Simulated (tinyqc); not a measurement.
Implant damage, amorphisation by cascade overlap, and solid-phase epitaxial regrowth: one step, computed by the program tinyqc. Command: `OMP_NUM_THREADS=1 python tinyqc.py 3111132 3111133 out.jsonl sper walk`. One thread of a shared host (Intel(R) Xeon(R) Processor @ 2.30GHz), about 0.01 s of CPU time with the checks.

Range and width of the damage are inputs. Dynamic annealing enters only through the surviving share f.

Task: The amorphous layer. Displaced share x(z) = f nu Q exp(-(z - R_d)^2/(2 s_d^2))/(sqrt(2 pi) s_d N); the layer is amorphous where x > x_c, between R_d -/+ s_d sqrt(2 ln(x_max/x_c)), the upper edge being cut at the surface. Threshold dose Q_c = Q x_c/x_max.

Inputs (values chosen for the exercise, modelled on antimony ions in silicon): atomic density N = 49.9 1/nm^3; depth of the damage peak R_d = 66 nm; width of the damage profile s_d = 30 nm; share of defects that survive f = 0.4; critical displaced share x_c = 0.14; dose Q = 1.8e+15 1/cm^2.

displacements per ion nu = 2934.137

Give: peak displaced share x_max; threshold dose Q_c; upper edge; lower edge.

Result:

peak displaced share x_max = 5.630

threshold dose Q_c = 4.476e+13 1/cm^2

upper edge = 0 nm

lower edge = 147.5 nm

The layer reaches the surface. Caution: x above 1 counts atoms displaced more than once.
